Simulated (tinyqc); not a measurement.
Linear model of a band gap against the share of exact exchange, step by step. Values are carried at full precision from step to step, so a last printed digit may differ when a step is redone from the rounded ones.

E(alpha) = E0 + S alpha. A wider gap screens less, modelled in the Penn form eps(alpha) = 1 + (e0 - 1)(EP/(EP + S alpha))^2 with a scale EP chosen for the exercise. A dielectric-dependent hybrid takes alpha = 1/eps.

Values chosen for the exercise (of the order of those of SiC; the results hold for these values, not for the real material): E0 = 2.17 eV (gap of the semi-local functional); S = 6.19 eV (slope dE/d(alpha)); e0 = 6.93 (optical dielectric constant at alpha = 0); EP = 17.2 eV (energy scale of the screening); Et = 3.21 eV (target gap); a_start = 0.5 (starting alpha); fv = 0.71 (share of the opening taken by the valence edge); Ed = 0.56 eV (defect level above the semi-local valence top); cd = 0.04 (shift of the level per unit opening, on the scale of the mean potential).

## Fixed shares

Gap, error against the target and eps for alpha = 0, 0.25 and 1/e0; and the alpha that meets the target, (Et - E0)/S.

Results:
```
alpha   E (eV)  E - Et (eV)    eps
0.0000   2.170       -1.040  6.930
0.2500   3.717        0.507  5.991
0.1443   3.063       -0.147  6.359
```

alpha for the target = 0.1680

A quarter of exact exchange overshoots the target by 0.51 eV: the material needs 0.168, and 1/e0 = 0.144 lies closer to it than 0.25 does.

## Self-consistent share

Iterate alpha -> 1/eps(alpha) seven times from a_start. The fixed point solves alpha eps(alpha) = 1; the contraction factor there is 2 (eps - 1) S/((EP + S alpha) eps^2).

Iterates:
```
step    alpha     eps  E (eV)
0     0.50000  5.2593  5.2650
1     0.19014  6.1947  3.3470
2     0.16143  6.2967  3.1692
3     0.15881  6.3061  3.1531
4     0.15858  6.3070  3.1516
5     0.15855  6.3071  3.1515
6     0.15855  6.3071  3.1514
7     0.15855  6.3071  3.1514
```

fixed point = 0.15855
contraction factor = 0.0908

The factor is positive, so the iterates approach from one side, the error shrinking to 0.09 of itself each step; the gap is within 0.01 eV of its limit from step 3. Self-consistency moves the gap by +0.088 eV against the one-shot choice 1/e0, since a wider gap screens less.

## Band edges and a deep level

The opening c = S alpha lowers the valence top by fv c and raises the conduction edge by (1 - fv) c, both against the mean potential; the level moves by cd c. Use the fixed point. Compare with stretching the level in proportion to the gap and with pinning it to either edge.

opening c = 0.981 eV

shifts of the valence and conduction edges (eV): [-0.697, 0.285]

level above the valence top = 1.296 eV
level below the conduction edge = 1.855 eV

level above the valence top: stretched, tied to the valence edge, tied to the conduction edge (eV): [0.813, 0.560, 1.541]

The three recipes err by -0.48, -0.74 and +0.25 eV against alignment through the mean potential. With cd = 0.04 the level moves with the conduction edge, by 0.14 times as much as that edge.

## Checks

- Fixed point by bisection against 60 substitutions: both 0.15855.

Computed by tinyqc, a small Python program: `OMP_NUM_THREADS=1 python tinyqc.py 1880238 1880239 out.jsonl` (the numbers bound the seed that draws the inputs); one thread of a shared host (Intel(R) Xeon(R) Processor @ 2.30GHz), about 0.01 s for the whole set of steps.
